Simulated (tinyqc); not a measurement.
# Worked calculation: surface potential of a MOS transistor: implicit equation and explicit approximations

tinyqc, about 0.01 s, one thread, Intel Xeon 2.30GHz (shared host): `OMP_NUM_THREADS=1 python tinyqc.py 2122030 2122031 out.jsonl` Printed values are rounded.

p-type body, charge-sheet picture, depletion and inversion only, full ionisation (an idealisation for deep acceptors), Boltzmann statistics (rough once Na exp(x - xn) passes about Nc/7). In units of Vt: xg = (Vg - Vfb)/Vt, x = psi/Vt, G = gamma/sqrt(Vt), xn = (2 phiF + Vc)/Vt. The implicit equation is (xg - x)^2 = G^2 [x - 1 + exp(x - xn)] for x above about 3. Cox = eps0 eox/tox.

Values chosen for this exercise; band and dielectric values close to those of silicon:

| symbol | value | unit | meaning |
|---|---|---|---|
| T | 250 | K | temperature |
| Eg | 1.11 | eV | band gap |
| eps_r | 11.9 |  | relative permittivity |
| Nc | 2.13e19 | cm^-3 | conduction-band density of states at T |
| Nv | 1.99e19 | cm^-3 | valence-band density of states at T |
| eox | 3.9 |  | relative permittivity of the gate insulator (close to silicon dioxide) |
| tox | 8.2 | nm | insulator thickness |
| Na | 1.3e18 | cm^-3 | acceptor density |
| Vfb | -0.52 | V | flat-band voltage |
| Vc | 0.5 | V | channel-body voltage |
| Vg | 3.55 | V | gate-body voltage |

Constants: q = 1.602176634e-19 C, kB = 1.380649e-23 J/K, Vt = kB T/q, eps0 = 8.8541878128e-14 F/cm where lengths are in cm. Results are converted to the units shown.

Range of the model: The electron quasi-Fermi level lies less than 2 Vt below the band edge at the surface, or above it, where degeneracy and confinement, left out, matter.

## Scales

ni = sqrt(Nc Nv) exp(-Eg/(2 Vt)), Eg in volts; phiF = Vt ln(Na/ni); gamma = sqrt(2 q eps0 eps_r Na)/Cox; VT = Vfb + Vt (xn + G sqrt(xn - 1)).

phiF = 0.4954898 V
gamma = 1.573223 V^0.5
G = 10.71849
xn = 69.20840
VT = 2.878045 V
xg = 188.9216

## Explicit approximation

Depletion value a = 1 + [sqrt(G^2/4 + xg - 1) - G/2]^2; inversion value b = xn + ln[(xg - xn)^2/G^2 - xn + 1] and first guess y = min(a, b) - ln(1 + exp(-|a - b|)) if a > xn + 1, else b = y = a; one second-order correction with D = exp(y - xn), p = 2 (xg - y) + G^2 (1 + D), w = (xg - y)^2 - G^2 (y - 1 + D): z = y + 2 w/(p + sqrt(p^2 - 2 (2 - G^2 D) w)), or the Newton step z = y + w/p where the root is not real.

a = 88.60124
b = 73.24325
y = 73.24325
p = 6841.283
w = -1413.317
z = 73.01109

The root of the implicit equation is x = 73.0134; y misses it by 0.23 and z by -0.0023, in units of Vt.

## Starting value

x = y rounded to two decimals.

x at the start = 73.24

## Iteration 1: new x

D = exp(x - xn), f = (xg - x)^2 - G^2 (x - 1 + D), f' = -2 (xg - x) - G^2 (1 + D), x(new) = x - f/f'.

D = 56.35109
f = -1391.109
f' = -6820.207
x after iteration 1 = 73.03603

## Iteration 2: new x

As before.

D = 45.95363
f = -125.9197
f' = -5626.091
x after iteration 2 = 73.01365

## Course of the iteration

Stop when the step is below 1e-11, or after 60 iterations.

Course of the iteration:
```
iteration  x before the step      step
1                      73.24    -0.204
2                   73.03603   -0.0224
3                   73.01365  -2.38e-4
4                   73.01341  -2.66e-8
5                   73.01341         0
```

Converged in 5 iterations.

## Potential, charges and gate control

converged x = 73.01341

psi = Vt x; N_dep = Cox Vt G sqrt(x - 1)/q; N_inv = (Cox Vt G/q) [sqrt(x - 1 + exp(x - xn)) - sqrt(x - 1)]; dpsi/dVg = 1/[1 + G^2 (1 + exp(x - xn))/(2 (xg - x))].

psi = 1.572952 V
N_dep = 5.150418e12 cm^-2
N_inv = 1.4128e12 cm^-2
dpsi/dVg = 0.04208675

psi lies 3.8 Vt above 2 phiF + Vc.
